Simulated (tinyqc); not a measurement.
# Worked calculation: p-n diode with diffusion and depletion-layer recombination

tinyqc, about 0.01 s, one thread, Intel Xeon 2.30GHz (shared host): `OMP_NUM_THREADS=1 python tinyqc.py 2260043 2260044 out.jsonl` Printed values are rounded.

Abrupt junction in the depletion approximation, low injection, full ionisation, neutral widths fixed, ohmic contact on the p side. Vj is the junction voltage; where a series resistance Rs is given, V = Vj + J Rs is the terminal voltage.

Inputs (values chosen for the exercise); band and dielectric values close to those of silicon:
- T = 325 K (temperature)
- Eg = 1.14 eV (band gap)
- eps_r = 11.7 (relative permittivity)
- Nc = 3.2e19 cm^-3 (conduction-band density of states at T)
- Nv = 3.03e19 cm^-3 (valence-band density of states at T)
- Na = 1.5e17 cm^-3 (acceptor density)
- Nd = 1.1e16 cm^-3 (donor density)
- mun = 630 cm^2/(V s) (electron mobility in the p side)
- mup = 470 cm^2/(V s) (hole mobility in the n side)
- tn = 1e-7 s (electron lifetime)
- tp = 7e-7 s (hole lifetime)
- wp = 31 um (neutral width of the p side)
- wn = 2.3 um (neutral width of the n side)
- Sp = 1e7 cm/s (recombination velocity at the n contact)
- Rs = 0.019 ohm cm^2 (series resistance)
- Et = 0 eV (trap level above the intrinsic level)
- Vj = 0.53 V (junction voltage at which recombination is evaluated)
- V = 0.69 V (terminal voltage)

Constants: q = 1.602176634e-19 C, kB = 1.380649e-23 J/K, Vt = kB T/q, eps0 = 8.8541878128e-14 F/cm where lengths are in cm. Results are converted to the units shown.

## Diffusion lengths and saturation currents

ni = sqrt(Nc Nv) exp(-Eg/(2 Vt)), Eg in volts; D = mu Vt; Ln = sqrt(Dn tn), Lp = sqrt(Dp tp); J0n = q ni^2 Dn coth(wp/Ln)/(Ln Na); J0p = (q ni^2 Dp/(Lp Nd)) (s + tanh(wn/Lp))/(1 + s tanh(wn/Lp)), s = Sp Lp/Dp.

ni = 4.511290e10 cm^-3
Ln = 13.28307 um
Lp = 30.35471 um
J0n = 2.942249e-11 A/cm^2
J0p = 1.690077e-9 A/cm^2

wp/Ln = 2.3 and wn/Lp = 0.076; holes carry 98.3 % of the diffusion current.

## Recombination in the depleted layer

ni = sqrt(Nc Nv) exp(-Eg/(2 Vt)), Eg in volts. Vbi = Vt ln(Na Nd/ni^2), W = sqrt(2 eps0 eps_r (Vbi - Vj)(1/Na + 1/Nd)/q), xp = W Nd/(Na + Nd), xn = W Na/(Na + Nd); u(x) = q Na (x + xp)^2/(2 eps0 eps_r) for x < 0 and Vbi - Vj - q Nd (xn - x)^2/(2 eps0 eps_r) for x > 0; p = Na exp(-u/Vt), n = Nd exp((u - Vbi + Vj)/Vt); U = ni^2 (exp(Vj/Vt) - 1)/(tp (n + ni exp(Et/Vt)) + tn (p + ni exp(-Et/Vt))); J_scr = q times the integral of U from -xp to xn. Trapezoid rule on 16 equal steps.

W = 173.2834 nm

```
point,x (nm),u (V),n (cm^-3),p (cm^-3),U (cm^-3 s^-1)
0,-11.8392,0.0000000,2.245047e12,1.5e17,2.244806e19
1,-1.0090,0.0136054,3.649257e12,9.228099e16,3.648232e19
2,9.8212,0.0424128,1.020753e13,3.299103e16,1.018536e20
3,20.6514,0.0693515,2.670910e13,1.260832e16,2.631809e20
4,31.4816,0.0942947,6.508099e13,5.174429e15,5.981095e20
5,42.3118,0.1172425,1.476745e14,2.280401e15,1.016017e21
6,53.1420,0.1381948,3.120421e14,1.079204e15,1.031775e21
7,63.9723,0.1571516,6.140126e14,5.484529e14,6.947881e20
8,74.8025,0.1741130,1.125117e15,2.993084e14,4.119105e20
9,85.6327,0.1890790,1.919883e15,1.754050e14,2.473436e20
10,96.4629,0.2020494,3.050760e15,1.103846e14,1.568788e20
11,107.2931,0.2130245,4.514377e15,7.459656e13,1.063143e20
12,118.1233,0.2220040,6.220767e15,5.413432e13,7.723808e19
13,128.9536,0.2289881,7.982640e15,4.218617e13,6.022010e19
14,139.7838,0.2339768,9.539058e15,3.530296e13,5.040588e19
15,150.6140,0.2369700,1.061502e16,3.172457e13,4.530125e19
16,161.4442,0.2379677,1.1e16,3.061427e13,4.371709e19
```

J_scr = 8.556060e-4 A/cm^2

With 2000 steps J_scr = 8.557e-4 A/cm^2; the coarse value is within 0.01 % of it. U is largest at x = 53.1 nm among these points; the peak lies where tp n = tn p. On the fine grid U peaks at 1.097e21 cm^-3 s^-1, and J_scr/(q U_max) is 28.1 % of W, the effective width of the recombining zone.

## Starting value

Vj = V.

Vj at the start = 0.69 V

## Iteration 1: new Vj

J0 = J0n + J0p = 1.719500e-9 A/cm^2

Diffusion current alone: J = J0 (exp(Vj/Vt) - 1), g = Vj + J Rs - V, g' = 1 + Rs J0 exp(Vj/Vt)/Vt, Vj(new) = Vj - g/g'.

J = 86.14674 A/cm^2
g = 1.636788 V
g' = 59.44350
Vj after iteration 1 = 0.6624648 V

## Iteration 2: new Vj

As before.

J = 32.22926 A/cm^2
g = 0.5848208 V
g' = 22.86491
Vj after iteration 2 = 0.6368876 V

## Iteration 3: new Vj

As before.

J = 12.93077 A/cm^2
g = 0.1925721 V
g' = 9.772464
Vj after iteration 3 = 0.6171820 V

## Course of the iteration

Stop when the step is below 1e-10 V, or after 80 iterations.

Course of the iteration:
```
iteration,Vj before the step (V),step (V)
1,0.69,-0.0275
2,0.6624648,-0.0256
3,0.6368876,-0.0197
4,0.6171820,-9.13e-3
5,0.6080546,-1.41e-3
6,0.6066494,-2.73e-5
7,0.6066221,-9.96e-9
8,0.6066221,< 1e-14
```

Converged in 8 iterations.
